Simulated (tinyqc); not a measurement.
## Film thickness from the threshold shift

Question. Undoped body with a flat potential across it, hard walls, transport along x. Three valley pairs (g = 2 each) with the longitudinal mass along x, y or z. Non-parabolicity enters the subband edges through E (1 + al E) = gamma, so E = 2 gamma/(1 + sqrt(1 + 4 al gamma)); motion within a subband is taken as parabolic with the band-edge mass. Energies are counted from the bulk band edge. gamma = C (pi k/(t + dl))^2/mz, C = hbar^2/(2 m0). Each subband has N_k = g sqrt(mx my) m0 kB T/(pi hbar^2); without degeneracy n = exp(EF/Vt) sum N_k exp(-E_k/Vt). Classical value Nc times t, Nc = sum over valleys of 2 g (m m0 kB T/(2 pi hbar^2))^1.5 with m = (mx my mz)^(1/3). Threshold shift dVT = Vt ln(classical value/sum N_k exp(-E_k/Vt)). Find t and the lowest subband edge.

Inputs (values chosen for the exercise); masses close to those of silicon:

| symbol | value | unit | meaning |
|---|---|---|---|
| T | 300 | K | temperature |
| ml | 0.934 | m0 | longitudinal mass |
| mt | 0.19 | m0 | transverse mass |
| al | 0 | 1/eV | non-parabolicity |
| dl | 0.3 | nm | widening of the box by penetration into the insulator |

Constants: q = 1.602176634e-19 C, kB = 1.380649e-23 J/K, hbar = 1.054571817e-34 J s, m0 = 9.1093837015e-31 kg, Vt = kB T/q, hbar^2/(2 m0) = 0.0380998212 eV nm^2. Results are converted to the units shown.

dVT = 52.845006 mV

Answer. dVT is evaluated for trial values of t with all subbands; between 1.5 and 25 nm one value matches.

t = 3.10 nm
E_1 = 34.8 meV

Numbers from tinyqc (`OMP_NUM_THREADS=1 python tinyqc.py 2350083 2350084 out.jsonl`; about 0.05 s on one thread of a shared Intel Xeon 2.30GHz).
